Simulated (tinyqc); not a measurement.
# Ion implantation: universal nuclear stopping, Lindhard-Scharff electronic stopping and a Gaussian range profile, step by step

A worked calculation. Computed by tinyqc, a small Python program that keeps every step. Command: `OMP_NUM_THREADS=1 python tinyqc.py 3005336 3005337 out.jsonl implant walk`. One thread of a shared host (Intel(R) Xeon(R) Processor @ 2.30GHz), about 0.05 s of CPU time with the checks. Intermediate numbers are printed to about 7 digits and carried at full precision; extremes and crossings named in words are read from the listed rows.

An ion slows by elastic collisions with screened nuclei and by friction with electrons; channelling is ignored and the target is uniform.

Inputs (values chosen for the exercise, modelled on nitrogen ions in diamond):
```
quantity                                 value    unit
ion atomic number Z1                         7       -
ion mass M1                                 14       u
target atomic number Z2                      6       -
target mass M2                           12.01       u
target density N                         176.3  1/nm^3
ion energy E                                27     keV
scale factor of electronic stopping k      1.4       -
dose Q                                 3.7e+12  1/cm^2
background C_B                         4.3e+15  1/cm^3
displacement energy E_d                     40      eV
fraction allowed through the mask        1e-06       -
```

Follow-up: mask.

## Stopping at the entry energy

Reduced energy eps = 32.53 M2 E/(Z1 Z2 (M1 + M2)(Z1^0.23 + Z2^0.23)), E in keV; s_n = ln(1 + 1.1383 eps)/(2 (eps + 0.01321 eps^0.21226 + 0.19593 eps^0.5)) for eps up to 30 and ln(eps)/(2 eps) above; S_n = 8.462 Z1 Z2 M1 s_n/((M1 + M2)(Z1^0.23 + Z2^0.23)) in 1e-15 eV cm^2. S_e = k 3.83 Z1^(7/6) Z2/(Z1^(2/3) + Z2^(2/3))^(3/2) sqrt(E/M1) in 1e-15 eV cm^2, E in keV. dE/dx = N (S_n + S_e); 1e-15 eV cm^2 = 0.1 eV nm^2.

reduced energy eps = 3.140721

s_n = 0.2169351

S_n = 13.49795 x 1e-15 eV cm^2

S_e = 23.55127 x 1e-15 eV cm^2

energy loss dE/dx = 653.1779 eV/nm

Electronic stopping carries 64 % of the loss at entry.

## Range and straggle

Path length R = int_0^E dE'/(N (S_n + S_e)); energy lost to nuclei nu = int_0^E S_n/(S_n + S_e) dE' (both with E' = E y^3 and 64 Gauss-Legendre points in y). Estimates of Lindhard type: R_p = R/(1 + M2/(3 M1)), straggle dR_p = (2/3) R_p sqrt(M1 M2)/(M1 + M2).

path length R = 47.44753 nm

projected range R_p = 36.89680 nm

straggle dR_p = 12.26288 nm

energy lost to nuclei nu = 14.60167 keV

54 % of the energy goes to nuclei over the whole path. Caution: the estimates of R_p and dR_p assume mainly nuclear stopping and an ion not much lighter than the target; here they are rough, and for light ions in heavy targets the straggle can be low by a factor of two or more.

## Gaussian profile

C(x) = C_p exp(-(x - R_p)^2/(2 dR_p^2)) with C_p = Q/(sqrt(2 pi) dR_p), 1 nm = 1e-7 cm; the profile falls to the background at x_j = R_p + dR_p sqrt(2 ln(C_p/C_B)); the peak atomic fraction is C_p/N.

peak concentration C_p = 1.203703e+18 1/cm^3

Depth x_j where C falls to C_B = 78.06264 nm

peak atomic fraction = 6.827581e-06

## Damage

Kinchin-Pease count with efficiency 0.8: N_d = 0.8 nu/(2 E_d), taking all of nu as damage energy (an upper estimate, as recoils also lose energy to electrons). Spread over a depth R_p + dR_p, displacements per atom = Q N_d/(N (R_p + dR_p)).

displacements per ion N_d = 146.0167

displacements per atom = 6.233656e-04

One displacement per atom would need a dose of 5.9e15 per cm^2 if no defects annealed.

## Mask thickness

For a mask that stops like the target, the fraction beyond d is (1/2) erfc((d - R_p)/(sqrt2 dR_p)); solve for d.

number of straggles beyond R_p = 4.753424

mask thickness d = 95.18749 nm

Caution: real range profiles are skewed and have channelling tails, so a Gaussian is unreliable this far out.

## Nuclear against electronic stopping over energy

The formulas are those given above.

Stopping (1e-15 eV cm^2) and range:
```
E (keV)           eps       S_n       S_e    R (nm)       nu/E
1        1.163230e-01  20.19981    4.5324    3.4808  0.8495496
2        2.326460e-01  21.69801    6.4098    5.6108  0.8214113
5        5.816149e-01  21.27834   10.1349   11.2648  0.7615142
10       1.163230e+00  18.89992   14.3328   20.0089  0.6906058
20       2.326460e+00  15.24528   20.2697   36.5023  0.5917650
50       5.816149e+00  10.01619   32.0492   80.4618  0.4269400
100      1.163230e+01   6.70577   45.3244  140.8120  0.3003057
200      2.326460e+01   4.25353   64.0984  235.1172  0.1944005
500      5.816149e+01   2.17342  101.3485  433.2793  0.0988664
```

Nuclear stopping peaks near 2 keV among these rows (eps = 0.23; the universal curve peaks near 0.3). Electronic stopping overtakes it between 10 and 20 keV. The path length grows as E^0.69 at the low end and E^0.67 at the high end; constant stopping would give E^1, and stopping that rises with E, be it nuclear (below its peak) or electronic, gives a lower exponent.

Checks made by the program: range against adaptive quadrature (relative difference 2e-06).
